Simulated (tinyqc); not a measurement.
Chemical vapour deposition: Grove model, boundary layer, depletion and step coverage: one step, computed by the program tinyqc. Command: `OMP_NUM_THREADS=1 python tinyqc.py 3002267 3002268 out.jsonl cvd walk`. One thread of a shared host (Intel(R) Xeon(R) Processor @ 2.30GHz), about 0.01 s of CPU time with the checks.

A precursor diffuses to the surface and reacts there at first order; each molecule that reacts adds one formula unit of film.

Question. Gas-phase and surface constants. k_s = k0 exp(-E/(k_B T)); C_g = Y p/(k_B T), 1 torr = 133.322 Pa; D = D0 (T/273.15)^1.75 (760/p). Temperatures in kelvin are T(C) + 273.15. Mean speed c = sqrt(8 k_B T/(pi M)); reactive sticking probability beta = 4 k_s/c.

Inputs (values chosen for the exercise, close to those used for polysilicon from silane):

| quantity | value | unit |
|---|---|---|
| prefactor k0 of k_s | 1.7e+09 | cm/s |
| activation energy E | 1.62 | eV |
| temperature T | 620 | C |
| total pressure p | 1.3 | torr |
| mole fraction of the precursor Y | 0.11 | - |
| gas diffusivity D0 at 273.15 K and 760 torr | 0.36 | cm^2/s |
| precursor mass M | 32 | u |

Reactor: wafer stack, low pressure.

Constants: k_B = 1.380649e-23 J/K; u = 1.6605390666e-27 kg; k_B = 8.617333262e-05 eV/K.

Give: surface rate constant k_s; precursor density C_g; gas diffusivity D; mean speed c; sticking probability beta.

Answer.

surface rate constant k_s = 1.228 cm/s

precursor density C_g = 1.546e+15 1/cm^3

gas diffusivity D = 1673 cm^2/s

mean speed c = 76873 cm/s

sticking probability beta = 6.391e-05
